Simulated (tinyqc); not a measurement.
# AlGaN/GaN HEMT with access regions, lumped model: effects of single changes

A polarisation-induced electron sheet under a Schottky gate, in series with two ungated access regions and contacts. Drift law v = mu E/(1 + mu E/vs) under the gate. Currents in mA/mm, resistances in ohm mm. No self-heating, no channel-length modulation; fits for polarisation, barrier and offset are chosen for the exercise.

Parameters, values chosen for the exercise; values close to those of AlGaN/GaN structures: aluminium share of the barrier x = 0.32; barrier thickness d = 12 nm; relative permittivity of barrier and channel eps_r = 9; channel mobility mu = 1800 cm^2/(V s); saturation velocity vs = 1.6e7 cm/s; gate length Lg = 0.15 um; source access length Ls = 2 um; drain access length Ld = 16 um; resistance of each contact Rc = 0.58 ohm mm; share of the drain-access electrons removed by traps ft = 0.26; gate voltage Vg = 0.5 V; critical field Ec = 3.3 MV/cm; depth over which the depleted charge spreads te = 0.49 um; relative permittivity of that insulator ei = 7.

Constants: q = 1.602176634e-19 C, eps0 = 8.8541878128e-14 F/cm where lengths are in cm. Results are converted to the units shown.

Each table varies one quantity; the others keep the values above.

## Effect of the gate voltage

sigma = (5e13 x + 1.6e13 x^2) cm^-2, phiB = 0.84 + 1.3 x, dEc = 0.7 (1.71 x + x^2) in volts, Cb = eps0 eps_r/d, VT = phiB - dEc - q sigma/Cb, access density n0 = -Cb VT/q. Access resistance R(L, n) = L/(q mu n sqrt(1 - (I/(q n vs))^2)); Rs = Rc + R(Ls, n0), Rd = Rc + R(Ld, (1 - ft) n0). Vg' = Vg - I Rs, Vd' = Vd - I (Rs + Rd); with u = Vg' - VT, Vc = vs Lg/mu and w the smaller of Vd' and Vc [sqrt(1 + 2 u/Vc) - 1] (0 if negative), the channel gives (mu Cb/Lg)(u w - w^2/2)/(1 + w/Vc). I equals that channel current. Isat is I at Vd = 10 V, gm = dIsat/dVg, Ron the limit of Vd/I at small Vd.

The same in every row: VT (V) = -3.454; n0 (cm^-2) = 1.432e13.

Effect of the gate voltage:
```
Vg (V)	Ron (ohm mm)	Isat (mA/mm)	gm (mS/mm)
-3.1	7.235	98.33	356.5
-2.4	7.000	372.7	412.6
-1.8	6.957	625.1	426.6
-1.1	6.934	926.0	431.8
-0.5	6.923	1185	430.5
0.2	6.915	1289	20.09
0.8	6.910	1296	7.130
1.5	6.906	1299	3.349
```

What does the table show?

As Vg goes from -3.1 to 1.5 V, Ron falls from 7.24 to 6.91 ohm mm, Isat rises from 98.3 to 1300 mA/mm and gm goes from 357 through a maximum of 432 (at Vg = -1.1 V among the rows listed) to 3.35 mS/mm. The ceiling Cb vs is 1060 mS/mm. For Vg = -1.8 to 1.5 V the power passes 5 W/mm, where self-heating, left out here, lowers the current. For Vg = 0.2 to 1.5 V the gated channel is not yet saturated at 10 V, because the access regions take the voltage, and gm drops. At Vg = 1.5 V Vg comes within 0.2 V of phiB or passes it, so at low drain current, as for Ron, the Schottky gate would conduct.

## Field plate: effect of the insulator under the field plate

Off state: a depleted stretch that holds the voltage V has the peak field sqrt(k V), k = 2 q n0/(eps0 eps_r te), so one edge holds V1 = Ec^2/k. The sheet under the plate pinches off at Vf = q n0 (1/Cb + tf/(eps0 ei)); beyond it the gate edge is screened. BV = V1 if Vf >= V1, else Vf + V1, and at most Ec Ld.

The same in every row: V1 (V) = 92.69; Ec Ld (V) = 5280.

Field plate: effect of the insulator under the field plate:
```
tf (nm)	Vf (V)	BV (V)
24	12.34	105.0
36	16.78	109.5
53	23.07	115.8
79	32.69	125.4
120	47.87	140.6
170	66.37	159.1
260	99.68	92.69
390	147.8	92.69
```

What does the comparison show?

BV goes from 105 through a maximum of 159 (at tf = 170 nm among the rows listed) to 92.7 V. The plate helps (Vf < V1) in 6 of the 8 rows, and the access length caps BV in 0. The best thickness makes Vf just under V1, tf = 241 nm, where both edges reach Ec together and BV nears 2 V1.

## Effect of the aluminium share of the barrier

Same model as above.

Results:
```
x	VT (V)	n0 (cm^-2)	Ron (ohm mm)	Isat (mA/mm)	gm (mS/mm)
0.12	-0.6609	2.739e12	31.17	221.0	199.4
0.17	-1.325	5.492e12	16.14	510.2	291.4
0.22	-2.012	8.339e12	11.03	789.0	27.04
0.27	-2.722	1.128e13	8.460	1044	15.17
0.37	-4.210	1.745e13	5.881	1536	8.957
0.42	-4.988	2.067e13	5.145	1773	7.521
```

Estimate the missing row, x = 0.32.

Computed row:
```
x	VT (V)	n0 (cm^-2)	Ron (ohm mm)	Isat (mA/mm)	gm (mS/mm)
0.32	-3.454	1.432e13	6.913	1293	11.14
```

With this row back in the table: As x goes from 0.12 to 0.42, Ron falls from 31.2 to 5.14 ohm mm, Isat rises from 221 to 1770 mA/mm and gm goes from 199 through a maximum of 291 (at x = 0.17 among the rows listed) to 7.52 mS/mm. VT falls from -0.661 to -4.99 V. For x = 0.17 to 0.42 the power passes 5 W/mm, where self-heating, left out here, lowers the current. For x = 0.22 to 0.42 the gated channel is not yet saturated at 10 V, because the access regions take the voltage, and gm drops.

tinyqc, about 0.02 s, one thread, Intel Xeon 2.30GHz (shared host): `OMP_NUM_THREADS=1 python tinyqc.py 2570069 2570070 out.jsonl`
